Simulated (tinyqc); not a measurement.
Bottom-up copper filling of a trench by curvature-enhanced accelerator coverage: one step, computed by the program tinyqc. Command: `OMP_NUM_THREADS=1 python tinyqc.py 3001720 3001721 out.jsonl superfill walk`. One thread of a shared host (Intel(R) Xeon(R) Processor @ 2.30GHz), about 0.07 s of CPU time with the checks.

A rectangular trench keeps vertical walls and a flat floor. An accelerator floats on the surface; where area is lost in the corners it is passed on to the floor.

Question. Velocities. Kinetic current i_k = [i_0 (1 - theta) + i_1 theta] exp(alpha eta/(k_B T)), limit i_L = 2 F D C/delta, i = 1/(1/i_k + 1/i_L); velocity v = i Omega/(2F), Omega = 7.11 cm^3/mol, F = e N_A. Depletion inside the trench is ignored.

Inputs (values chosen for the exercise, close to those used for damascene copper plating):
```
quantity,value,unit
exchange current of the suppressed surface i_0,0.014,mA/cm^2
exchange current of the accelerated surface i_1,1.7,mA/cm^2
transfer coefficient alpha,0.49,-
overpotential eta,0.15,V
starting coverage theta_0,0.074,-
cupric ion concentration C,0.63,mol/l
diffusivity D,5.8e-06,cm^2/s
boundary layer delta,23,um
temperature T,298,K
```

Constants: e = 1.602176634e-19 C; N_A = 6.02214076e+23 1/mol; k_B = 8.617333262e-05 eV/K.

Give: limiting current i_L; velocity at theta = 0; velocity at theta_0; velocity at theta = 1; ratio v(1)/v(theta_0).

Answer.

limiting current i_L = 306.57 mA/cm^2

velocity at theta = 0 = 0.090197 nm/s

velocity at theta_0 = 0.88769 nm/s

velocity at theta = 1 = 9.9917 nm/s

ratio v(1)/v(theta_0) = 11.256
